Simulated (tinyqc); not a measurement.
MOSFET in saturation, small-signal circuit and noise: one step of the calculation.

Bias by the inversion coefficient IC = I/Ispec (charge-based model with velocity saturation; weak inversion below 0.1, strong above 10). Common-source circuit: gm, gds, Cgs, Cgd and Cj at the inner nodes, Rg in series with the gate; quasi-static, no source or drain resistance, no gate-body capacitance, no substrate network, no induced gate noise, so fmax is an upper estimate.

Task. Capacitances, gate resistance and cut-off frequencies. qs = [sqrt(1 + 4 IC) - 1]/2, Cgs = Cox W L qs (2 qs + 3)/(3 (qs + 1)^2) + Cov W, Cgd = Cov W, Cd = Cj W, Rg = Rsh (Wf/L)/(12 Nf) + Rc/W with Nf = W/Wf fingers (not rounded) contacted at both ends. fT = gm/(2 pi (Cgs + Cgd)), fmax = fT/(2 sqrt(Rg (gds + 2 pi fT Cgd))).

Inputs (values chosen for the exercise):

| symbol | value | unit | meaning |
|---|---|---|---|
| L | 28 | nm | gate length |
| W | 40 | um | total gate width |
| Cox | 0.78 | uF/cm^2 | gate capacitance |
| Cov | 0.33 | fF/um | overlap and fringe capacitance per side |
| Cj | 0.49 | fF/um | drain junction capacitance |
| Rsh | 10 | ohm | sheet resistance of the gate |
| Wf | 1 | um | finger width |
| Rc | 100 | ohm um | gate contact and vertical resistance |
| IC | 5.8 |  | inversion coefficient |

gm = 19.617564 mS
gds = 1.9617564 mS

Wanted: Cgs; Cgd; Cd; Rg; fT; fmax.

Result.

Cgs = 17.71 fF
Cgd = 13.20 fF
Cd = 19.60 fF
Rg = 3.244 ohm
fT = 101.0 GHz
fmax = 275.8 GHz

Overlap and fringe make up 85.4 % of the gate capacitance; fmax is 2.73 times fT.

tinyqc, about 0.01 s, one thread, Intel Xeon 2.30GHz (shared host): `OMP_NUM_THREADS=1 python tinyqc.py 2150106 2150107 out.jsonl`
